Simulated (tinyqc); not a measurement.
Spin coating of a resist or spin-on film: centrifugal thinning, evaporation and the final thickness (Emslie and Meyerhofer models). Changing the evaporation rate at 1000 rpm e0. Computed by tinyqc, a small Python program. Command: `OMP_NUM_THREADS=1 python tinyqc.py 3111974 3111975 out.jsonl spincoat sweep`. One thread of a shared host (Intel(R) Xeon(R) Processor @ 2.30GHz), about 0.2 s of CPU time with the checks.

A Newtonian film stays uniform over the wafer; solvent and solids have the same density and the concentration is uniform through the thickness.

Inputs (values chosen for the exercise, of the order of those of a polymer resist in an ester solvent): solids volume fraction c0 = 0.051; kinematic viscosity of the solvent nu_s = 2.2 mm^2/s; viscosity constant k = 5200 mm^2/s; viscosity exponent gamma = 2.2; spin speed f = 6000 rpm; starting thickness h0 = 200 micrometre; wafer radius R = 150 mm; shrinkage in the bake = 3.2 %.

Method:
- omega = 2 pi f/60; nu(c) = nu_s + k c^gamma; evaporation rate e = e0 sqrt(f/1000 rpm).
- Flow constant K = 2 omega^2/(3 nu(c0)); Reynolds number of the air omega R^2/nu_air with nu_air = 15 mm^2/s.
- Meyerhofer estimate: flow rules until (1 - c0) K h^3 = e, then evaporation alone: h_w = (e/((1 - c0) K))^(1/3), dry film c0 h_w.
- Full model for solids s and liquid l per area, h = s + l, c = s/h: ds/dt = -c Q, dl/dt = -(1 - c) Q - e, Q = 2 omega^2 h^3/(3 nu(c)); integrated adaptively (relative tolerance 1e-9) until l = 0.
- Dry film = s at l = 0, before the bake; film after the bake = s x (1 - shrinkage).

One run for each value:
```
evaporation rate at 1000 rpm e0 (micrometre/s)  dry film (nm)  time to dry (s)  wet thickness h_w (micrometre)
0.010                                                   57.70           50.124                          0.9821
0.021                                                   73.89           30.566                          1.2576
0.045                                                   95.26           18.389                          1.6214
0.097                                                  123.06           11.020                          2.0945
0.210                                                  159.19            6.585                          2.7095
0.440                                                  203.71            4.021                          3.4671
0.940                                                  262.36            2.424                          4.4654
2.000                                                  337.44            1.465                          5.7433
```

Describe and explain the trends.

Over the rows, dry film (nm) rises from 57.7 to 337 (exponent d ln y / d ln x about 0.33 throughout); time to dry (s) falls from 50.1 to 1.47 (exponent d ln y / d ln x about -0.67 throughout); wet thickness h_w (micrometre) rises from 0.982 to 5.74 (exponent d ln y / d ln x about 0.33 throughout). The exponent of dry film stays at 0.33: the cube root of the evaporation rate.

Caution (all rows): above a Reynolds number of about 3e5 the air flow near the rim turns turbulent, and evaporation is no longer uniform.
